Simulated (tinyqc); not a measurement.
# Charge control and current of a heterostructure field-effect transistor, step by step

A worked calculation. Computed by tinyqc, a small Python program that keeps every step. Command: `OMP_NUM_THREADS=1 python tinyqc.py 3003190 3003191 out.jsonl hemt walk`. One thread of a shared host (Intel(R) Xeon(R) Processor @ 2.30GHz), about 0.01 s of CPU time with the checks. Intermediate numbers are printed to about 6 digits and carried at full precision; extremes and crossings named in words are read from the listed rows.

Two subbands in a triangular well; E_F is counted from the conduction band edge of the channel at the interface.

Inputs (values chosen for the exercise, modelled on AlGaAs/GaAs):
```
quantity                                  value        unit
channel mass m                            0.067         m_0
permittivity eps (barrier and channel)     12.5           -
barrier thickness d                          35          nm
Schottky barrier phi_B                      1.1          eV
conduction band offset dE_c                0.29          eV
delta-doping density N_d                3.9e+12      1/cm^2
gate voltage V_G                              0           V
mobility mu                                8300  cm^2/(V s)
saturation velocity v_s                     1.4    1e7 cm/s
gate length L                               160          nm
source resistance R_S                      0.16      ohm mm
temperature T                               400           K
mixing                                      0.5           -
iteration cap                               200           -
spacer between delta layer and channel      3.4          nm
```

Charge source: delta doping. Velocity law: two-piece.

Constants: e = 1.602176634e-19 C; eps_0 = 8.8541878128e-12 F/m; k_B = 8.617333262e-05 eV/K; hbar = 1.054571817e-34 J s; m_0 = 9.1093837015e-31 kg; k_B = 1.380649e-23 J/K.

## Threshold and barrier capacitance

Threshold V_T = phi_B - dE_c - e N_d (d - spacer)/(eps eps_0) (in volts); C_b = eps eps_0/d.

threshold voltage V_T = -0.974035 V

barrier capacitance C_b = 0.316221 microfarad/cm^2

The device is normally on.

## First iteration

Charge control: n_s = C_b (V_G - V_T - E_F/e)/e. Well: mean field F = e n_s/(2 eps eps_0), E_i = (hbar^2/2m)^(1/3) [(3 pi e F/2)(i + 3/4)]^(2/3), i = 0, 1; n_s = D k_B T sum_i ln(1 + exp((E_F - E_i)/k_B T)), D = m/(pi hbar^2), which is solved in closed form for E_F. Iteration from n_s = C_b (V_G - V_T)/(2e): E_F from n_s, n_out from the charge control, n_new = n_s + mixing (n_out - n_s), kept above n_s/10; stop when |n_out/n_s - 1| < 1e-9.

starting n_s = 9.61224e+11 1/cm^2

E_0 = 70.0565 meV

E_1 = 123.244 meV

E_F = 75.3959 meV

n_out = 1.77364e+12 1/cm^2

## Sheet density

The formulas are those given above.

Course of the iteration:
```
iteration  n_s (1/cm^2)  E_F (meV)  |n_out/n_s - 1|
1           9.61224e+11     75.396      8.45189e-01
2           1.36743e+12    115.133      2.39704e-01
3           1.53132e+12    129.603      8.83749e-02
4           1.59899e+12    135.385      3.51801e-02
5           1.62711e+12    137.759      1.44063e-02
6           1.63883e+12    138.744      5.96618e-03
7           1.64372e+12    139.153      2.48221e-03
...                 ...        ...              ...
18          1.64722e+12    139.446      1.65959e-07
19          1.64722e+12    139.446      6.92728e-08
20          1.64722e+12    139.446      2.89151e-08
21          1.64722e+12    139.446      1.20694e-08
22          1.64722e+12    139.446      5.03787e-09
23          1.64722e+12    139.446      2.10285e-09
24          1.64722e+12    139.446      8.77748e-10
```

sheet density n_s = 1.64722e+12 1/cm^2

Converged in 24 iterations.

## Levels and gate capacitance

C_g = e dn_s/dV_G = 1/(1/C_b + 1/C_q), 1/C_q = d(E_F/e)/d(e n_s) by a central difference of +/- 0.1 % in n_s; added distance dd = eps eps_0/C_q.

E_0 = 100.323 meV

E_1 = 176.489 meV

E_F = 139.446 meV

share in the second subband = 17.2025 %

gate capacitance C_g = 0.271392 microfarad/cm^2

added distance dd = 5.78140 nm

C_g is 86 % of C_b: the finite density of states and the rise of E_0 act as 5.8 nm of extra barrier.

## Saturation current

With V = e n_s/C_g and V_c = v_s L/mu: for v = mu F up to v_s, I/W = C_g v_s V_c (sqrt(1 + (V/V_c)^2) - 1) and V_Dsat = V + V_c - sqrt(V^2 + V_c^2); g_m = dI/dV; extrinsic g_m/(1 + g_m R_S); f_T = g_m/(2 pi C_g L).

V = 0.972448 V

V_c = 0.0269880 V

V_Dsat = 0.0266135 V

saturation current I/W = 359.368 mA/mm

intrinsic g_m = 379.802 mS/mm

extrinsic g_m = 358.044 mS/mm

intrinsic f_T = 139.207 GHz

V/V_c = 36.03: velocity saturation rules; I is 97 % of e n_s v_s = 369 mA/mm.

## Gate length

The formulas are those given above.

Scaling; the last columns are v_s/(2 pi L) and mu V/(2 pi L^2):
```
L (nm)  I/W (mA/mm)  g_m (mS/mm)  extrinsic g_m (mS/mm)  f_T (GHz)  velocity limit (GHz)  mobility limit (GHz)
30          367.563      379.943                358.170    742.713               742.723           1.42732e+05
60          365.655      379.928                358.156    371.341               371.362           3.56831e+04
120         361.870      379.866                358.101    185.641               185.681           8.92077e+03
250         353.805      379.592                357.857     89.043                89.127           2.05534e+03
500         338.823      378.528                356.911     44.397                44.563           5.13836e+02
1000        310.909      374.359                353.203     21.954                22.282           1.28459e+02
2000        262.906      358.962                339.465     10.525                11.141           3.21148e+01
5000        168.639      287.037                274.434      3.367                 4.456           5.13836e+00
```

f_T scales as L^-1.00 at the short end and L^-1.24 at the long end; the two limits cross at L = mu V/v_s = 5770 nm. g_m tends to C_g v_s = 380 mS/mm, and R_S cuts it by 6 % at the shortest gate. Fringe capacitances and short-channel effects, left out, lower f_T once L is below about ten barrier thicknesses.

Checks made by the program: iterated density against a bracketing root search (relative difference 7e-10).
